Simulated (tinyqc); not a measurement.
Inside a calculation. Method: RHF in the 6-31g basis, for He, spin multiplicity 1. One step of it, computed by the program tinyqc.

Problem. Iteration 3: building the Fock matrix. J_ij = sum D_kl (ij|kl), K_ij = sum D_kl (ik|jl); F = H + J - 0.5 K; E = tr D H + tr D J / 2 - 0.25 tr D K + E_nn.

D after iteration 2, order 1He 1s, 1He 2s:
```
[[0.702947, 0.608017],
 [0.608017, 0.525908]]
```

core Hamiltonian H = T + V (hartree), order 1He 1s, 1He 2s:
```
[[-1.879626, -1.546409],
 [-1.546409, -1.295190]]
```

Two-electron integrals (ij|kl) in chemists' order, unique and non-zero (hartree):
```
(11|11) 1.543936   (21|11) 0.785447   (21|21) 0.427025   (22|11) 0.803952
(22|21) 0.476190   (22|22) 0.615938
```

nuclear repulsion = 0 hartree

Give: Coulomb J; exchange K; Fock matrix F; total energy of this density.

Solution.

Coulomb J (hartree), order 1He 1s, 1He 2s:
```
[[2.463, 1.322],
 [1.322, 1.468]]
```

exchange K (hartree), order 1He 1s, 1He 2s:
```
[[2.265, 1.551],
 [1.551, 1.203]]
```

Fock matrix F (hartree), order 1He 1s, 1He 2s:
```
[[-0.549, -1.000],
 [-1.000, -0.429]]
```

total energy of this density = -2.85516 hartree
